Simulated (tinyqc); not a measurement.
Inside a calculation. Model: resistance of a tapered via with liner, size effect and interface.

tinyqc, about 0.01 s, one thread, Intel Xeon 2.30GHz (shared host): `OMP_NUM_THREADS=1 python tinyqc.py 2750178 2750179 out.jsonl` Printed values are rounded.

A round via whose diameter grows from db at the bottom as D(z) = db + 2 z/tan(ang). The fill, of diameter D - 2 tl, starts above the bottom liner (thickness fb tl) and has rho = rho0 (1 + ks lam/(D - 2 tl)); the sidewall liner conducts in parallel with it. The bottom liner and the interface are crossed over the full area pi db^2/4. Spreading in the lines above and below is left out.

Inputs (values chosen for the exercise); fill metal close to molybdenum:
- db = 34 nm (diameter at the bottom)
- hv = 51 nm (height)
- ang = 85 degrees (sidewall angle)
- rho0 = 5.2 uohm cm (bulk resistivity of the fill)
- lam = 11.3 nm (mean free path of the fill)
- ks = 0.7 (size-effect factor)
- tl = 0 nm (liner on the sidewall)
- fb = 0.5 (liner at the bottom over that on the sidewall)
- rl = 170 uohm cm (resistivity of the liner)
- ri = 1.9e-12 ohm cm^2 (interface resistivity at the bottom)
- Sb = 1.3e15 S/m^2 (ballistic conductance per area, about 3/(4 rho0 lam))

## Slices of the via

Slices between z0 = fb tl and hv, evaluated at their midpoints: conductance per length pi/4 [(D - 2 tl)^2/rho + (D^2 - (D - 2 tl)^2)/rl], slice resistance = slice height over that. 10 slices.

| slice | z (nm) | D (nm) | rho (uohm cm) | slice resistance (ohm) |
|---|---|---|---|---|
| 0 | 2.55 | 34.44619 | 6.394094 | 0.3499265 |
| 1 | 7.65 | 35.33858 | 6.363940 | 0.3309088 |
| 2 | 12.75 | 36.23096 | 6.335272 | 0.3133905 |
| 3 | 17.85 | 37.12335 | 6.307982 | 0.2972190 |
| 4 | 22.95 | 38.01573 | 6.281973 | 0.2822602 |
| 5 | 28.05 | 38.90811 | 6.257157 | 0.2683966 |
| 6 | 33.15 | 39.80050 | 6.233454 | 0.2555242 |
| 7 | 38.25 | 40.69288 | 6.210791 | 0.2435512 |
| 8 | 43.35 | 41.58527 | 6.189100 | 0.2323961 |
| 9 | 48.45 | 42.47765 | 6.168321 | 0.2219863 |

## Total resistance

R_fill = sum of the slices; R_bottom = rl fb tl/(pi db^2/4); R_interface = ri/(pi db^2/4); ballistic (Sharvin) limit 1/(Sb pi (db - 2 tl)^2/4); ideal cylinder rho0 hv/(pi db^2/4).

parts (ohm): fill 2.795560, bottom liner 0, interface 0.2092695
R = 3.004829 ohm
shares (%): fill 93.03556, bottom liner 0.00000, interface 6.96444
ballistic limit = 0.8472448 ohm
ideal cylinder = 2.920961 ohm

The fill is the largest part, and R is 1.03 times the ideal cylinder. With 2000 slices R = 3.0053 ohm.
